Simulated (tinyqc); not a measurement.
What moves the results: donors with valley-orbit split 1s states. A value that a table varies takes the place of the one given here.

Each donor binds at most one electron, in any of its states. For a site s, W_s = sum over its states of g exp(E/kT), and the ionised share is 1/(1 + W_s exp(eta)), eta = (EF - Ec)/kT; n = Nc F_1/2(eta); neutrality n + NA = ND x (mean ionised share); holes are neglected. Nc from N = 2 (m kB T/(4 pi c))^(3/2) with c = hbar^2/2m0, in 1/angstrom^3; times 1e24 for 1/cm^3, m = md. F_j(eta) = (1/Gamma(j + 1)) integral_0^infinity x^j dx/(1 + exp(x - eta)), which tends to exp(eta) for eta << 0.

Mobility (Caughey-Thomas form): mu = mu0 + (mu1 (T/300)^(-ga) - mu0)/(1 + ((ND + NA)/Nr)^de); rho = 1/(e n mu), e = 1.602176634e-19 C.

Constants: hbar^2/2m0 = 3.80998211 eV angstrom^2; kB = 8.617333262e-05 eV/K.

Values chosen for the exercise (near those of Sb in Si; not measured data): md = 1.039 m0 (density-of-states mass of the conduction band); E = (43.5, 33.9, 30.6) meV (binding energies of 1s(A1), 1s(T2), 1s(E)); g = (2, 6, 4) (their degeneracies with spin); ND = 4.5e+16 1/cm^3 (donors); NA = 7.5e+15 1/cm^3 (compensating acceptors, all ionised); T = 300 K; mu0 = 64 cm^2/(V s) (mobility at heavy doping); mu1 = 1365 cm^2/(V s) (mobility at light doping and 300 K); Nr = 1.1e+17 1/cm^3 (reference doping); de = 0.72 (doping exponent); ga = 2.3 (temperature exponent).

## What the excited states change

The last columns keep only the ground state of each site (g = 2).

Results:
```
T (K)  effective degeneracy     eta  n (1/cm^3)  n, ground states only  ratio
40                     2.47  -11.91    8.66e+12               1.07e+13  0.812
60                     3.27   -8.10    7.22e+14               1.11e+15  0.648
80                     4.11   -6.71    4.47e+15               7.00e+15  0.639
110                    5.21   -6.09    1.33e+16               1.97e+16  0.679
150                    6.33   -5.99    2.34e+16               3.04e+16  0.770
200                    7.33   -6.17    3.03e+16               3.49e+16  0.866
250                    8.04   -6.41    3.34e+16               3.63e+16  0.920
300                    8.57   -6.63    3.49e+16               3.68e+16  0.948
400                    9.29   -7.03    3.62e+16               3.72e+16  0.974
500                    9.77   -7.35    3.67e+16               3.73e+16  0.984
```

The effective degeneracy grows from 2.47 to 9.77. Excited states hold electrons back, so the ratio is never above 1; it is lowest, 0.639, at 80 K of those listed, and 0.948 at 300 K. At low T the excited states empty out, and at high T more donors are ionised (n is 98 % of ND - NA in the last row), so the effect is largest in between.

## Ionisation and resistivity against doping

NA = 0.

Results:
```
ND (1/cm^3)  n (1/cm^3)   n/ND  mu (cm^2/(V s))  rho (ohm cm)  rho at full ionisation
1.0e+14        1.00e+14  1.000             1357          46.0                    46.0
1.0e+15        9.98e+14  0.998             1322          4.73                    4.72
1.0e+16        9.83e+15  0.983             1168         0.543                   0.534
3.0e+16        2.86e+16  0.953              998         0.219                   0.208
1.0e+17        8.69e+16  0.869              737        0.0975                  0.0847
3.0e+17        2.18e+17  0.725              489        0.0586                  0.0425
1.0e+18        5.23e+17  0.523              285        0.0420                  0.0219
2.0e+18        8.20e+17  0.410              207        0.0367                  0.0150
```

From 1e16 to 1e18 1/cm^3 rho falls by a factor 12.9, not 100: the mobility takes a factor 4.11 and incomplete ionisation 1.88. n/ND is below 0.9 from 1e+17 1/cm^3 on. From a few times 1e18 1/cm^3 on, depending on the dopant, the levels merge with the band, and already below that screening lowers the binding energy, so the last rows understate n.

## Compensation sets the slope of the freeze-out

NA = K ND. The slope energy is -d ln(n T^(-p))/d(1/kT) between 30 and 36 K, with p = 3/4 for K = 0 and p = 3/2 otherwise.

Results:
```
K       n(30 K) (1/cm^3)  n(36 K) (1/cm^3)  slope energy (meV)
0               2.93e+13          1.31e+14               21.18
0.0010          1.44e+13          1.11e+14               27.40
0.010           1.88e+12          3.53e+13               41.27
0.050           3.62e+11          7.29e+12               42.34
0.20            7.62e+10          1.54e+12               42.39
0.50            1.90e+10          3.85e+11               42.39
```

Without acceptors the slope is 21.18 meV, against half the ground-state energy, 21.75; with K = 0.05 it is 42.34 meV, against the full 43.5. The full energy (less a few meV where excited levels lie within a few kT) shows where n is far below NA, since the acceptors then hold EF near the donor level: n(36 K)/NA is 2.5 for K = 0.001 and 0.0032 for K = 0.05; for K = 0.001 the sample is still in or near the uncompensated regime, where p = 3/2 is the wrong power, so that slope means little.

## What moves the carrier density

All results formed anew. Each row changes one parameter from the base and keeps the others.

Results:
```
case                           eta  n (1/cm^3)  rho (ohm cm)
base                        -6.634   3.493e+16        0.2022
E = (48.5, 33.9, 30.6) meV  -6.637   3.482e+16        0.2029
md = 1.143 m0               -6.768   3.524e+16        0.2004
ND = 9e+16 1/cm^3           -5.904   7.245e+16        0.1160
NA = 1.2e+16 1/cm^3         -6.762   3.072e+16        0.2347
T = 330 K                   -6.762   3.547e+16        0.2463
Nr = 2.2e+17 1/cm^3         -6.634   3.493e+16        0.1747
```

The largest shifts from the base row, up to three for each result and ties (the steps differ in size, so this ranks the rows, not the parameters). eta: ND +0.730, md -0.134, NA -0.128, T -0.128; unchanged at the printed digits by Nr. n (1/cm^3): ND +3.75e+16, NA -4.21e+15, T +5.45e+14; unchanged at the printed digits by Nr. rho (ohm cm): ND -0.0862, T +0.0441, NA +0.0325.

tinyqc: `OMP_NUM_THREADS=1 python tinyqc.py 1682424 1682425 out.jsonl`; about 0.01 s, one thread, shared Intel(R) Xeon(R) Processor @ 2.30GHz.
